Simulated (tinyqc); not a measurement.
Comparisons within one model: band edges of strained Si(1-x)Ge(x) on relaxed Si(1-y)Ge(y). A value that a table varies takes the place of the one given here.

Values are linear in the Ge fraction but for ED(x) = linear - CD x (1 - x) and a(x) = linear - Ca x (1 - x). Energies are on the common scale of Ev.

Coherent growth on a (001) face: e_par = (a(y) - a(x))/a(x), e_perp = -2 (C12/C11) e_par; exx = eyy = e_par, ezz = e_perp, no shear.

A valley with unit axis u lies at Ev + gap + (av + a_valley) tr(e) + Xu (u.e.u - tr(e)/3); the Delta axes are x, y, z and the L axes [111], [1-1-1], [-11-1], [-1-11]. The second-order shift of the Delta valleys under shear is left out; it lowers the pair normal to the sheared plane by tens of meV at a shear of 1 %.

Valence edges: Ev plus the levels of the 6 x 6 matrix of X, Y, Z times spin with -Dso/3 + l exx + m (eyy + ezz) on the diagonal (cyclic), n exy off it, l = av + 2 b, m = av - b, n = sqrt(3) d. Spin-orbit term (Dso/3) L.sigma on X, Y, Z with (L_k)_ij = -i epsilon_kij: <X+|H|Y+> = -i Dso/3, <X+|H|Z-> = Dso/3, <Y+|H|Z-> = -i Dso/3, <Z+|H|X-> = -Dso/3, <Z+|H|Y-> = i Dso/3, <X-|H|Y-> = i Dso/3, and their conjugates; + and - are the spin along z.

Coherent growth: e_par = (a(y) - a(x))/a(x). (001): e_perp = -2 (C12/C11) e_par; exx = eyy = e_par, ezz = e_perp, no shear. (111): e_perp = -(2 C11 + 4 C12 - 4 C44)/(C11 + 2 C12 + 4 C44) e_par; exx = eyy = ezz = (2 e_par + e_perp)/3 and exy = eyz = ezx = (e_perp - e_par)/3. (110): e_perp = -(C11 + 3 C12 - 2 C44)/(C11 + C12 + 2 C44) e_par; exx = eyy = (e_par + e_perp)/2, ezz = e_par, exy = (e_perp - e_par)/2, eyz = ezx = 0.

Inputs chosen for the exercise (end members near Si and Ge, in this order; shifted at random, so the results belong to these values and not to a real crystal): a = (5.434, 5.656) angstrom (lattice constant); Dso = (0.045, 0.287) eV (spin-orbit splitting); av = (2.49, 1.25) eV (valence hydrostatic potential); b = (-2.13, -2.54) eV (tetragonal shear potential); d = (-4.84, -5.23) eV (trigonal shear potential); C11 = (165.5, 130) GPa; C12 = (64.1, 48.4) GPa; C44 = (78.7, 66.8) GPa; Ev = (0, 0.7) eV (top of the unstrained valence band); ED = (1.147, 0.943) eV (gap to the Delta valleys); EL = (2.007, 0.73) eV (gap to the L valleys); aD = (1.83, 1.32) eV (hydrostatic potential of the Delta gap); aL = (-3.01, -2.55) eV (hydrostatic potential of the L gap); XuD = (9.18, 9.7) eV (uniaxial potential, Delta); XuL = (16.71, 15.39) eV (uniaxial potential, L); CD = 0.177 eV (bowing of the Delta gap); Ca = 0.025 angstrom (bowing of the lattice constant); face = 001 (growth face); y = 0.85 (Ge fraction of the relaxed buffer); x = 1 (Ge fraction of the layer).

## Composition of the layer

The buffer is kept. dEc = Ec(buffer) - Ec(layer), dEv = Ev(layer) - Ev(buffer); buffer edges Ev(y) and Ev(y) + min(ED, EL). The digit behind Delta or L counts whole valleys.

Results:
```
x,e_par (%),lowest valleys,gap (eV),next valleys above (meV),valence splitting (meV),dEc (eV),dEv (eV)
0.30,2.26,Delta2,0.697,373,240,0.401,-0.176
0.40,1.86,Delta2,0.736,308,194,0.336,-0.150
0.50,1.46,Delta2,0.779,242,148,0.265,-0.123
0.60,1.05,Delta2,0.826,175,103,0.189,-0.093
0.70,0.63,Delta2,0.875,106,60,0.106,-0.060
0.80,0.21,Delta2,0.926,36,19,0.017,-0.021
0.90,-0.21,L4,0.855,67,18,0.026,0.041
1.00,-0.65,L4,0.722,145,51,0.076,0.123
```

The gap is 0.697 eV in the first row and 0.722 eV in the last, with its largest listed value, 0.926 eV, at x = 0.80. The lowest valleys change: Delta2 to L4 between x = 0.80 and 0.90. Per 0.1 of x the valence offset moves by +43 meV on average; the conduction offset lies between +17 and +401 meV, not monotonically. Both carriers sit on one side for x = 0.90 and 1.00, and on opposite sides elsewhere. Offsets below about 30 meV are within the spread of parameter sets, so those rows do not settle the type. Strains above 2 % can be kept only in layers of a few nanometres.

## Composition of the buffer

The layer is kept. dEc = Ec(buffer) - Ec(layer), dEv = Ev(layer) - Ev(buffer); buffer edges Ev(y) and Ev(y) + min(ED, EL). The digit behind Delta or L counts whole valleys.

Results:
```
y,e_par (%),lowest valleys,gap (eV),next valleys above (meV),valence splitting (meV),dEc (eV),dEv (eV)
0.45,-2.27,Delta4,0.677,25,124,-0.115,0.450
0.53,-1.95,L4,0.706,8,115,-0.096,0.385
0.61,-1.64,L4,0.710,41,104,-0.049,0.320
0.69,-1.31,L4,0.714,75,90,0.000,0.255
0.76,-1.02,L4,0.717,106,75,0.045,0.197
0.84,-0.69,L4,0.722,141,54,0.081,0.132
0.92,-0.35,L4,0.726,177,29,0.041,0.066
```

The gap is 0.677 eV in the first row and 0.726 eV in the last. The lowest valleys change: Delta4 to L4 between y = 0.45 and 0.53. Per 0.1 of y the valence offset moves by -82 meV on average; the conduction offset lies between -115 and +81 meV, not monotonically. Both carriers sit on one side for y = 0.76, 0.84 and 0.92, and on opposite sides elsewhere. Offsets below about 30 meV are within the spread of parameter sets, so those rows do not settle the type. Strains above 2 % can be kept only in layers of a few nanometres.

## The same layer on three faces

dEc = Ec(buffer) - Ec(layer), dEv = Ev(layer) - Ev(buffer); buffer edges Ev(y) and Ev(y) + min(ED, EL). The digit behind Delta or L counts whole valleys.

Results:
```
face,e_par (%),lowest valleys,gap (eV),next valleys above (meV),valence splitting (meV),dEc (eV),dEv (eV),Delta spread (meV),L spread (meV)
(001),-0.65,L4,0.722,145,51,0.076,0.123,109,0
(111),-0.65,L3,0.699,122,48,0.103,0.119,0,122
(110),-0.65,L2,0.680,96,49,0.122,0.120,45,96
```

On (001) only the Delta valleys split (109 meV), on (111) only the L valleys (122 meV), on (110) both (45 and 96 meV). The lowest valleys are L4 on (001), L3 on (111) and L2 on (110); the smallest gap is 0.680 eV on (110) and the largest 0.722 eV on (001).

## What each parameter does

dEc = Ec(buffer) - Ec(layer), dEv = Ev(layer) - Ev(buffer); buffer edges Ev(y) and Ev(y) + min(ED, EL). Each row changes one parameter from the base and keeps the others.

Results:
```
case,gap (eV),valence splitting (meV),dEc (eV),dEv (eV)
base,0.7221,51.0,0.0760,0.1235
x = 0.97,0.7621,41.5,0.0610,0.0984
y = 0.88,0.7236,42.0,0.0608,0.0988
CD = 0.227 eV,0.7221,51.0,0.0760,0.1235
"C12 = (73.715, 55.66) GPa",0.7184,53.8,0.0770,0.1262
"Ev = (0, 0.805) eV",0.7221,51.0,0.0603,0.1392
"aL = (-3.461, -2.932) eV",0.7252,51.0,0.0729,0.1235
"XuD = (10.557, 11.155) eV",0.7221,51.0,0.0760,0.1235
"Dso = (0.052, 0.33) eV",0.7221,51.8,0.0760,0.1235
```

The largest shifts from the base row, up to three for each result and ties (the steps differ in size, so this ranks the rows, not the parameters). gap (eV): x +0.0401, C12 -0.0037, aL +0.0031; unchanged at the printed digits by CD, Ev, XuD and Dso. valence splitting (meV): x -9.5, y -9.0, C12 +2.8; unchanged at the printed digits by CD, Ev, aL and XuD. dEc (eV): Ev -0.0158, y -0.0152, x -0.0150; unchanged at the printed digits by CD, XuD and Dso. dEv (eV): x -0.0250, y -0.0246, Ev +0.0158; unchanged at the printed digits by CD, aL, XuD and Dso. The lowest valleys of the layer are L4, so among the conduction-band potentials only those of that family reach the gap and dEc; the buffer is unstrained. A shift large enough to swap the lowest family would change that.

Computed by tinyqc, a small Python program: `OMP_NUM_THREADS=1 python tinyqc.py 1050343 1050344 out.jsonl` (the numbers bound the seed that draws the inputs); one thread of a shared host (Intel(R) Xeon(R) Processor @ 2.30GHz), about 0.01 s for the whole set of steps.
